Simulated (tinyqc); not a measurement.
Strain-driven roughening and islands of a mismatched epitaxial film: one step, computed by the program tinyqc.

Film and substrate share isotropic elastic constants; the film is coherent and biaxially strained.

Question. Asaro-Tiller-Grinfeld instability. A ripple A cos(k x) has the surface chemical potential per volume [gamma k^2 - 2 (1 + nu) w k] A cos(k x), so k_c = 2 (1 + nu) w/gamma. With surface diffusion the amplitude grows at the rate q = B k^2 [2 (1 + nu) w k - gamma k^2], fastest at k_m = (3/4) k_c. B is the surface mobility.

Inputs (values chosen for the exercise, modelled on Si(0.5)Ge(0.5) on Si): Poisson ratio nu = 0.24; surface energy gamma = 1.14 J/m^2; surface mobility D_s nu_s Omega^2/(k_B T) = 6.4e-34 m^6/(J s).

Transport: surface diffusion.

energy density w = 72.96421 MJ/m^3

Give: k_c; critical wavelength; fastest wavelength; growth time 1/q at k_m.

Answer.

k_c = 0.1587 1/nm

critical wavelength = 39.58 nm

fastest wavelength = 52.78 nm

growth time 1/q at k_m = 20.47 s
